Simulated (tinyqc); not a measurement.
Worked calculation (part 1 of 2): RHF in the sto-6g basis, for BeH2, spin multiplicity 1. Computed by tinyqc, a small Python program that keeps every step (integrals from PySCF). Settings: charge = 0, multiplicity = 1, basis = sto-6g, energy threshold = 1e-08, iteration cap = 76, orthogonalisation = symmetric, start = atomic densities, DIIS depth = 8, DIIS from iteration = 3, method = RHF. Command: `OMP_NUM_THREADS=1 python tinyqc.py 28255 28256 out.jsonl` (the two numbers bound the seeds that draw the settings). One thread of a shared host (Intel(R) Xeon(R) Processor @ 2.60GHz), about 0.2 s of CPU time with the checks. Later iterations appear only in the table of the cycle.

## One-electron integrals

Geometry (angstrom):
```
atom         x          y         z
Be    0.000000   0.000000  0.000000
H     0.000000   1.481000  0.000000
H     0.000000  -1.485000  0.000000
```

Basis sto-6g: exponents (1/bohr^2) and contraction coefficients of normalised primitives:
```
element  l (shell)    exponent  coefficient
Be           s (1)  312.870494     0.009164
Be           s (1)   57.364463     0.049361
Be           s (1)   16.048509     0.168538
Be           s (1)    5.513096     0.370563
Be           s (1)    2.140897     0.416492
Be           s (1)    0.881739     0.130334
Be           s (2)   13.633247    -0.013253
Be           s (2)    2.698375    -0.046992
Be           s (2)    0.838653    -0.033785
Be           s (2)    0.322660     0.250242
Be           s (2)    0.140131     0.595117
Be           s (2)    0.064233     0.240706
Be           p (3)   13.633247     0.003760
Be           p (3)    2.698375     0.037679
Be           p (3)    0.838653     0.173897
Be           p (3)    0.322660     0.418036
Be           p (3)    0.140131     0.425860
Be           p (3)    0.064233     0.101708
H            s (1)   35.523221     0.009164
H            s (1)    6.513144     0.049361
H            s (1)    1.822143     0.168538
H            s (1)    0.625955     0.370563
H            s (1)    0.243077     0.416492
H            s (1)    0.100112     0.130334
```

Overlap, kinetic and nuclear-attraction integrals over the contracted functions; the nuclear repulsion is the sum of Za Zb / Rab.

nuclear repulsion = 3.03305057 hartree

overlap S, order 1Be 1s, 1Be 2s, 1Be 2px, 1Be 2py, 1Be 2pz, 2H 1s, 3H 1s:
```
[[1.000000, 0.254764, 0.000000, 0.000000, 0.000000, 0.052710, 0.052242],
 [0.254764, 1.000000, 0.000000, 0.000000, 0.000000, 0.405200, 0.403669],
 [0.000000, 0.000000, 1.000000, 0.000000, 0.000000, 0.000000, 0.000000],
 [0.000000, 0.000000, 0.000000, 1.000000, 0.000000, 0.482525, -0.481244],
 [0.000000, 0.000000, 0.000000, 0.000000, 1.000000, 0.000000, 0.000000],
 [0.052710, 0.405200, 0.000000, 0.482525, 0.000000, 1.000000, 0.023060],
 [0.052242, 0.403669, 0.000000, -0.481244, 0.000000, 0.023060, 1.000000]]
```

kinetic energy T (hartree), order 1Be 1s, 1Be 2s, 1Be 2px, 1Be 2py, 1Be 2pz, 2H 1s, 3H 1s:
```
[[6.768753, -0.207382, 0.000000, 0.000000, 0.000000, -0.013391, -0.013351],
 [-0.207382, 0.220121, 0.000000, 0.000000, 0.000000, 0.049246, 0.048738],
 [0.000000, 0.000000, 0.661265, 0.000000, 0.000000, 0.000000, 0.000000],
 [0.000000, 0.000000, 0.000000, 0.661265, 0.000000, 0.149694, -0.148554],
 [0.000000, 0.000000, 0.000000, 0.000000, 0.661265, 0.000000, 0.000000],
 [-0.013391, 0.049246, 0.000000, 0.149694, 0.000000, 0.768522, -0.005949],
 [-0.013351, 0.048738, 0.000000, -0.148554, 0.000000, -0.005949, 0.768522]]
```

nuclear attraction V (hartree), order 1Be 1s, 1Be 2s, 1Be 2px, 1Be 2py, 1Be 2pz, 2H 1s, 3H 1s:
```
[[-15.428450, -1.832545, 0.000000, -0.000083, 0.000000, -0.412900, -0.409124],
 [-1.832545, -2.982727, 0.000000, -0.000451, 0.000000, -1.134948, -1.129231],
 [0.000000, 0.000000, -2.915889, 0.000000, 0.000000, 0.000000, 0.000000],
 [-0.000083, -0.000451, 0.000000, -3.116130, 0.000000, -1.324645, 1.319310],
 [0.000000, 0.000000, 0.000000, 0.000000, -2.915889, 0.000000, 0.000000],
 [-0.412900, -1.134948, 0.000000, -1.324645, 0.000000, -2.841034, -0.072850],
 [-0.409124, -1.129231, 0.000000, 1.319310, 0.000000, -0.072850, -2.837302]]
```

core Hamiltonian H = T + V (hartree), order 1Be 1s, 1Be 2s, 1Be 2px, 1Be 2py, 1Be 2pz, 2H 1s, 3H 1s:
```
[[-8.659697, -2.039927, 0.000000, -0.000083, 0.000000, -0.426292, -0.422475],
 [-2.039927, -2.762606, 0.000000, -0.000451, 0.000000, -1.085702, -1.080493],
 [0.000000, 0.000000, -2.254624, 0.000000, 0.000000, 0.000000, 0.000000],
 [-0.000083, -0.000451, 0.000000, -2.454865, 0.000000, -1.174951, 1.170756],
 [0.000000, 0.000000, 0.000000, 0.000000, -2.254624, 0.000000, 0.000000],
 [-0.426292, -1.085702, 0.000000, -1.174951, 0.000000, -2.072511, -0.078799],
 [-0.422475, -1.080493, 0.000000, 1.170756, 0.000000, -0.078799, -2.068780]]
```

## Two-electron integrals

Functions are numbered as in S; the eight-fold symmetry (ij|kl) = (ji|kl) = (kl|ij) leaves the list below.

Two-electron integrals (ij|kl) in chemists' order, unique and non-zero (hartree):
```
(11|11) 2.299996    (21|11) 0.361879    (21|21) 0.071926    (22|11) 0.570332
(22|21) 0.139654    (22|22) 0.417773    (31|31) 0.015252    (32|31) 0.022555
(32|32) 0.092340    (33|11) 0.570332    (33|21) 0.139654    (33|22) 0.417773
(33|33) 0.450117    (41|41) 0.015252    (42|41) 0.022555    (42|42) 0.092340
(43|43) 0.024258    (44|11) 0.570332    (44|21) 0.139654    (44|22) 0.417773
(44|33) 0.401601    (44|44) 0.450117    (51|51) 0.015252    (52|51) 0.022555
(52|52) 0.092340    (53|53) 0.024258    (54|54) 0.024258    (55|11) 0.570332
(55|21) 0.139654    (55|22) 0.417773    (55|33) 0.401601    (55|44) 0.401601
(55|55) 0.450117    (61|11) 0.076836    (61|21) 0.014835    (61|22) 0.028706
(61|33) 0.028469    (61|41) 0.001469    (61|42) 0.002855    (61|44) 0.029181
(61|55) 0.028469    (61|61) 0.003237    (62|11) 0.188033    (62|21) 0.046794
(62|22) 0.152787    (62|33) 0.146986    (62|41) 0.006522    (62|42) 0.038672
(62|44) 0.164388    (62|55) 0.146986    (62|61) 0.010684    (62|62) 0.083870
(63|31) 0.004465    (63|32) 0.020436    (63|43) 0.006671    (63|63) 0.007592
(64|11) 0.203467    (64|21) 0.051268    (64|22) 0.174871    (64|33) 0.164601
(64|41) 0.010531    (64|42) 0.060235    (64|44) 0.195411    (64|55) 0.164601
(64|61) 0.012272    (64|62) 0.109137    (64|64) 0.146458    (65|51) 0.004465
(65|52) 0.020436    (65|54) 0.006671    (65|65) 0.007592    (66|11) 0.355456
(66|21) 0.090242    (66|22) 0.329197    (66|33) 0.305522    (66|41) 0.014646
(66|42) 0.112033    (66|44) 0.376549    (66|55) 0.305522    (66|61) 0.021297
(66|62) 0.230644    (66|64) 0.318345    (66|66) 0.774999    (71|11) 0.076140
(71|21) 0.014701    (71|22) 0.028450    (71|33) 0.028215    (71|41) -0.001456
(71|42) -0.002830   (71|44) 0.028920    (71|55) 0.028215    (71|61) 0.002903
(71|62) 0.008760    (71|64) 0.009233    (71|66) 0.016675    (71|71) 0.003179
(72|11) 0.187022    (72|21) 0.046546    (72|22) 0.152061    (72|33) 0.146280
(72|41) -0.006486   (72|42) -0.038515   (72|44) 0.163622    (72|55) 0.146280
(72|61) 0.008792    (72|62) 0.042972    (72|64) 0.044913    (72|66) 0.086962
(72|71) 0.010534    (72|72) 0.083196    (73|31) 0.004432    (73|32) 0.020309
(73|43) -0.006637   (73|63) 0.003047    (73|73) 0.007513    (74|11) -0.202606
(74|21) -0.051053   (74|22) -0.174225   (74|33) -0.163993   (74|41) 0.010471
(74|42) 0.059984    (74|44) -0.194689   (74|55) -0.163993   (74|61) -0.009280
(74|62) -0.044978   (74|64) -0.045319   (74|66) -0.089874   (74|71) -0.012111
(74|72) -0.108360   (74|74) 0.145522    (75|51) 0.004432    (75|52) 0.020309
(75|54) -0.006637   (75|65) 0.003047    (75|75) 0.007513    (76|11) 0.013217
(76|21) 0.003202    (76|22) 0.009582    (76|33) 0.009394    (76|41) -4.60e-07
(76|42) -3.44e-06   (76|44) 0.009959    (76|55) 0.009394    (76|61) 0.000663
(76|62) 0.003695    (76|64) 0.004344    (76|66) 0.008477    (76|71) 0.000657
(76|72) 0.003682    (76|74) -0.004334   (76|76) 0.000226    (77|11) 0.354529
(77|21) 0.090011    (77|22) 0.328578    (77|33) 0.304958    (77|41) -0.014579
(77|42) -0.111768   (77|44) 0.375819    (77|55) 0.304958    (77|61) 0.016786
(77|62) 0.087239    (77|64) 0.090037    (77|66) 0.178398    (77|71) 0.021050
(77|72) 0.229628    (77|74) -0.317191   (77|76) 0.008477    (77|77) 0.774999
```

## Orthogonalisation

S = U s U^T; symmetric (Loewdin) form X = U s^(-1/2) U^T, so that X^T S X = 1.

eigenvalues of S: [0.306876, 0.408508, 0.948875, 1.000000, 1.000000, 1.665462, 1.670279]

X, order 1Be 1s, 1Be 2s, 1Be 2px, 1Be 2py, 1Be 2pz, 2H 1s, 3H 1s:
```
[[1.027277, -0.147976, 0.000000, -0.000018, 0.000000, 0.018449, 0.018497],
 [-0.147976, 1.192139, 0.000000, 0.001010, 0.000000, -0.258745, -0.256889],
 [0.000000, 0.000000, 1.000000, 0.000000, 0.000000, 0.000000, 0.000000],
 [-0.000018, 0.001010, 0.000000, 1.280757, 0.000000, -0.365400, 0.363763],
 [0.000000, 0.000000, 0.000000, 0.000000, 1.000000, 0.000000, 0.000000],
 [0.018449, -0.258745, 0.000000, -0.365400, 0.000000, 1.223388, -0.075801],
 [0.018497, -0.256889, 0.000000, 0.363763, 0.000000, -0.075801, 1.221418]]
```

## Starting guess

The start is atomic minimal-basis densities projected into this basis (PySCF's MINAO start) and scaled to the electron count of each spin; this density is not idempotent, so its energy is not variational and may lie below the converged one.

D at the start, order 1Be 1s, 1Be 2s, 1Be 2px, 1Be 2py, 1Be 2pz, 2H 1s, 3H 1s:
```
[[2.148363, -0.507901, 0.000000, -0.000001, 0.000000, -0.029185, -0.029247],
 [-0.507901, 2.018910, 0.000000, 0.000062, 0.000000, 0.136749, 0.136792],
 [0.000000, 0.000000, 0.000000, 0.000000, 0.000000, 0.000000, 0.000000],
 [-0.000001, 0.000062, 0.000000, 0.003279, 0.000000, 0.038250, -0.038212],
 [0.000000, 0.000000, 0.000000, 0.000000, 0.000000, 0.000000, 0.000000],
 [-0.029185, 0.136749, 0.000000, 0.038250, 0.000000, 0.899235, 0.008055],
 [-0.029247, 0.136792, 0.000000, -0.038212, 0.000000, 0.008055, 0.899814]]
```

## Iteration 1: building the Fock matrix

J_ij = sum D_kl (ij|kl), K_ij = sum D_kl (ik|jl); F = H + J - 0.5 K; E = tr D H + tr D J / 2 - 0.25 tr D K + E_nn.

Coulomb J (hartree), order 1Be 1s, 1Be 2s, 1Be 2px, 1Be 2py, 1Be 2pz, 2H 1s, 3H 1s:
```
[[6.490511, 1.180615, 0.000000, 0.000069, 0.000000, 0.248937, 0.246676],
 [1.180615, 2.626816, 0.000000, 0.000247, 0.000000, 0.996743, 0.992021],
 [0.000000, 0.000000, 2.579510, 0.000000, 0.000000, 0.000000, 0.000000],
 [0.000069, 0.000247, 0.000000, 2.721433, 0.000000, 1.161641, -1.157372],
 [0.000000, 0.000000, 0.000000, 0.000000, 2.579510, 0.000000, 0.000000],
 [0.248937, 0.996743, 0.000000, 1.161641, 0.000000, 2.311293, 0.062378],
 [0.246676, 0.992021, 0.000000, -1.157372, 0.000000, 0.062378, 2.308325]]
```

exchange K (hartree), order 1Be 1s, 1Be 2s, 1Be 2px, 1Be 2py, 1Be 2pz, 2H 1s, 3H 1s:
```
[[4.724072, 0.761972, 0.000000, 0.000179, 0.000000, 0.181602, 0.179928],
 [0.761972, 1.091221, 0.000000, 0.000811, 0.000000, 0.580768, 0.578267],
 [0.000000, 0.000000, 0.221639, 0.000000, 0.000000, 0.000000, 0.000000],
 [0.000179, 0.000811, 0.000000, 0.521155, 0.000000, 0.403733, -0.402328],
 [0.000000, 0.000000, 0.000000, 0.000000, 0.221639, 0.000000, 0.000000],
 [0.181602, 0.580768, 0.000000, 0.403733, 0.000000, 0.949996, 0.117892],
 [0.179928, 0.578267, 0.000000, -0.402328, 0.000000, 0.117892, 0.948722]]
```

Fock matrix F (hartree), order 1Be 1s, 1Be 2s, 1Be 2px, 1Be 2py, 1Be 2pz, 2H 1s, 3H 1s:
```
[[-4.531222, -1.240299, 0.000000, -0.000104, 0.000000, -0.268155, -0.265763],
 [-1.240299, -0.681400, 0.000000, -0.000609, 0.000000, -0.379343, -0.377605],
 [0.000000, 0.000000, 0.214066, 0.000000, 0.000000, 0.000000, 0.000000],
 [-0.000104, -0.000609, 0.000000, 0.005991, 0.000000, -0.215177, 0.214549],
 [0.000000, 0.000000, 0.000000, 0.000000, 0.214066, 0.000000, 0.000000],
 [-0.268155, -0.379343, 0.000000, -0.215177, 0.000000, -0.236217, -0.075366],
 [-0.265763, -0.377605, 0.000000, 0.214549, 0.000000, -0.075366, -0.234817]]
```

total energy of this density = -15.49214595 hartree

This density is the starting one; it is not idempotent, so its energy is not variational and may lie below the converged one.

## Iteration 1: diagonalisation and new density

Diagonalise F' = X^T F X, C = X C', fill 3 alpha and 3 beta electrons from the bottom; D = 2 C_occ C_occ^T. Each column has its largest component positive (the first on a tie).

F' = X^T F X (hartree):
```
[[-4.435968, -0.636809, 0.000000, 0.000029, 0.000000, -0.033934, -0.033052],
 [-0.636809, -0.246789, 0.000000, 0.000476, 0.000000, -0.281556, -0.279905],
 [0.000000, 0.000000, 0.214066, 0.000000, 0.000000, 0.000000, 0.000000],
 [0.000029, 0.000476, 0.000000, 0.368566, 0.000000, -0.341975, 0.340758],
 [0.000000, 0.000000, 0.000000, 0.000000, 0.214066, 0.000000, 0.000000],
 [-0.033934, -0.281556, 0.000000, -0.341975, 0.000000, 0.042704, -0.096161],
 [-0.033052, -0.279905, 0.000000, 0.340758, 0.000000, -0.096161, 0.041909]]
```

orbital energies (hartree): [-4.533123, -0.490646, -0.242767, 0.214066, 0.214066, 0.287152, 0.749805]

coefficients C, order 1Be 1s, 1Be 2s, 1Be 2px, 1Be 2py, 1Be 2pz, 2H 1s, 3H 1s:
```
[[0.994071, -0.223359, -0.000247, 0.000000, 0.000000, -0.199526, -0.000512],
 [0.022787, 0.661538, 0.001454, 0.000000, 0.000000, 1.066704, 0.004866],
 [0.000000, 0.000000, 0.000000, 0.020299, 0.999794, 0.000000, 0.000000],
 [0.000020, 0.000681, -0.389108, 0.000000, 0.000000, -0.002561, 1.324677],
 [0.000000, 0.000000, 0.000000, 0.999794, -0.020299, 0.000000, 0.000000],
 [-0.000973, 0.342335, -0.493462, 0.000000, 0.000000, -0.778269, -0.858387],
 [-0.000990, 0.340398, 0.495481, 0.000000, 0.000000, -0.780725, 0.851681]]
```

D after iteration 1, order 1Be 1s, 1Be 2s, 1Be 2px, 1Be 2py, 1Be 2pz, 2H 1s, 3H 1s:
```
[[2.076134, -0.250217, 0.000000, -0.000072, 0.000000, -0.154618, -0.154274],
 [-0.250217, 0.876309, 0.000000, -0.000230, 0.000000, 0.451455, 0.451769],
 [0.000000, 0.000000, 0.000000, 0.000000, 0.000000, 0.000000, 0.000000],
 [-0.000072, -0.000230, 0.000000, 0.302811, 0.000000, 0.384486, -0.385128],
 [0.000000, 0.000000, 0.000000, 0.000000, 0.000000, 0.000000, 0.000000],
 [-0.154618, 0.451455, 0.000000, 0.384486, 0.000000, 0.721398, -0.255941],
 [-0.154274, 0.451769, 0.000000, -0.385128, 0.000000, -0.255941, 0.722747]]
```

Within a degenerate level the vectors are fixed only up to a rotation; this is one choice.

## Iteration 2: building the Fock matrix

As before.

Coulomb J (hartree), order 1Be 1s, 1Be 2s, 1Be 2px, 1Be 2py, 1Be 2pz, 2H 1s, 3H 1s:
```
[[6.376410, 1.162431, 0.000000, 0.000073, 0.000000, 0.245524, 0.243294],
 [1.162431, 2.603217, 0.000000, 0.000220, 0.000000, 1.005274, 1.000623],
 [0.000000, 0.000000, 2.538174, 0.000000, 0.000000, 0.000000, 0.000000],
 [0.000073, 0.000220, 0.000000, 2.733309, 0.000000, 1.181664, -1.177461],
 [0.000000, 0.000000, 0.000000, 0.000000, 2.538174, 0.000000, 0.000000],
 [0.245524, 1.005274, 0.000000, 1.181664, 0.000000, 2.368060, 0.062310],
 [0.243294, 1.000623, 0.000000, -1.177461, 0.000000, 0.062310, 2.365396]]
```

exchange K (hartree), order 1Be 1s, 1Be 2s, 1Be 2px, 1Be 2py, 1Be 2pz, 2H 1s, 3H 1s:
```
[[4.646472, 0.743315, 0.000000, 0.000016, 0.000000, 0.164143, 0.162688],
 [0.743315, 0.878055, 0.000000, 0.000786, 0.000000, 0.570337, 0.568458],
 [0.000000, 0.000000, 0.162283, 0.000000, 0.000000, 0.000000, 0.000000],
 [0.000016, 0.000786, 0.000000, 0.873947, 0.000000, 0.633624, -0.632361],
 [0.000000, 0.000000, 0.000000, 0.000000, 0.162283, 0.000000, 0.000000],
 [0.164143, 0.570337, 0.000000, 0.633624, 0.000000, 1.120324, 0.002833],
 [0.162688, 0.568458, 0.000000, -0.632361, 0.000000, 0.002833, 1.119391]]
```

Fock matrix F (hartree), order 1Be 1s, 1Be 2s, 1Be 2px, 1Be 2py, 1Be 2pz, 2H 1s, 3H 1s:
```
[[-4.606524, -1.249155, 0.000000, -0.000019, 0.000000, -0.262839, -0.260526],
 [-1.249155, -0.598416, 0.000000, -0.000624, 0.000000, -0.365597, -0.364099],
 [0.000000, 0.000000, 0.202408, 0.000000, 0.000000, 0.000000, 0.000000],
 [-0.000019, -0.000624, 0.000000, -0.158529, 0.000000, -0.310100, 0.309476],
 [0.000000, 0.000000, 0.000000, 0.000000, 0.202408, 0.000000, 0.000000],
 [-0.262839, -0.365597, 0.000000, -0.310100, 0.000000, -0.264613, -0.017905],
 [-0.260526, -0.364099, 0.000000, 0.309476, 0.000000, -0.017905, -0.263080]]
```

total energy of this density = -15.68139579 hartree

## Iteration 2: diagonalisation and new density

As before.

F' = X^T F X (hartree):
```
[[-4.510652, -0.652502, 0.000000, 0.000109, 0.000000, -0.025410, -0.024573],
 [-0.652502, -0.139451, 0.000000, 0.000430, 0.000000, -0.296400, -0.294966],
 [0.000000, 0.000000, 0.202408, 0.000000, 0.000000, 0.000000, 0.000000],
 [0.000109, 0.000430, 0.000000, 0.253187, 0.000000, -0.407554, 0.406456],
 [0.000000, 0.000000, 0.000000, 0.000000, 0.202408, 0.000000, 0.000000],
 [-0.025410, -0.296400, 0.000000, -0.407554, 0.000000, 0.055206, -0.074964],
 [-0.024573, -0.294966, 0.000000, 0.406456, 0.000000, -0.074964, 0.054579]]
```

orbital energies (hartree): [-4.607975, -0.439880, -0.387360, 0.202408, 0.202408, 0.377673, 0.770411]

coefficients C, order 1Be 1s, 1Be 2s, 1Be 2px, 1Be 2py, 1Be 2pz, 2H 1s, 3H 1s:
```
[[0.994871, -0.209506, 0.001775, 0.000000, 0.000000, -0.210270, -0.000546],
 [0.020511, 0.608596, -0.005812, 0.000000, 0.000000, 1.097800, 0.005072],
 [0.000000, 0.000000, 0.000000, 0.914728, 0.404070, 0.000000, 0.000000],
 [0.000010, 0.004176, 0.472511, 0.000000, 0.000000, -0.002528, 1.297262],
 [0.000000, 0.000000, 0.000000, -0.404070, 0.914728, 0.000000, 0.000000],
 [-0.002475, 0.383053, 0.435480, 0.000000, 0.000000, -0.760312, -0.888132],
 [-0.002475, 0.375116, -0.442723, 0.000000, 0.000000, -0.763400, 0.881342]]
```

D after iteration 2, order 1Be 1s, 1Be 2s, 1Be 2px, 1Be 2py, 1Be 2pz, 2H 1s, 3H 1s:
```
[[2.067328, -0.214218, 0.000000, -0.000052, 0.000000, -0.163882, -0.163674],
 [-0.214218, 0.741688, 0.000000, -0.000409, 0.000000, 0.461085, 0.461634],
 [0.000000, 0.000000, 0.000000, 0.000000, 0.000000, 0.000000, 0.000000],
 [-0.000052, -0.000409, 0.000000, 0.446568, 0.000000, 0.414737, -0.415250],
 [0.000000, 0.000000, 0.000000, 0.000000, 0.000000, 0.000000, 0.000000],
 [-0.163882, 0.461085, 0.000000, 0.414737, 0.000000, 0.672756, -0.098203],
 [-0.163674, 0.461634, 0.000000, -0.415250, 0.000000, -0.098203, 0.673444]]
```

Within a degenerate level the vectors are fixed only up to a rotation; this is one choice.
